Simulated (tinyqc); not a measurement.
Heat flow across a film from the phonon Boltzmann equation in the relaxation-time approximation: one step, computed by the program tinyqc.

Two black walls, hot at x = 0 and cold at x = L, emit phonons isotropically. For one free path Lambda, with tau = x/Lambda, tau_L = L/Lambda and phi = (T - T_cold)/Delta T, energy balance gives phi(tau) = (1/2) [E2(tau) + int_0^tau_L phi(s) E1(|tau - s|) ds]; E_n are the exponential integrals. The flux over the ballistic flux C v Delta T/4 is psi = 1 - 2 int_0^tau_L phi(s) E2(s) ds, and kappa_eff/kappa = (3/4) tau_L psi. kappa = C v Lambda/3 is an input, so at fixed kappa a longer free path means a smaller C v.

Question. The small linear system for Lambda_1. Cut the film into n equal cells with constant phi, collocated at the centres c_i: the kernel integrates to A_ij = |E2(|c_i - e_j|) - E2(|c_i - e_(j+1)|)|/2 for cell edges e_j, and A_ii = 1 - E2(half a cell); solve (1 - A) phi = E2(c)/2; psi = 1 - 2 sum_j phi_j [E3(e_j) - E3(e_(j+1))].

Inputs (values chosen for the exercise, modelled on diamond): film thickness L = 940 nm; free path Lambda_1 = 490 nm; cells n in the small system = 4.

Give: optical thickness tau_L; 1 - A; right-hand side E2(c)/2; flux weights E3(e_j) - E3(e_(j+1)).

Answer.

optical thickness tau_L = 1.918

1 - A:
$$\begin{pmatrix}
0.5286 & -0.1504 & -0.0583 & -0.0269 \\
-0.1504 & 0.5286 & -0.1504 & -0.0583 \\
-0.0583 & -0.1504 & 0.5286 & -0.1504 \\
-0.0269 & -0.0583 & -0.1504 & 0.5286
\end{pmatrix}$$

right-hand side E2(c)/2: [0.2643, 0.1139, 0.05563, 0.02870]

flux weights E3(e_j) - E3(e_(j+1)): [0.2716, 0.1124, 0.05453, 0.02804]
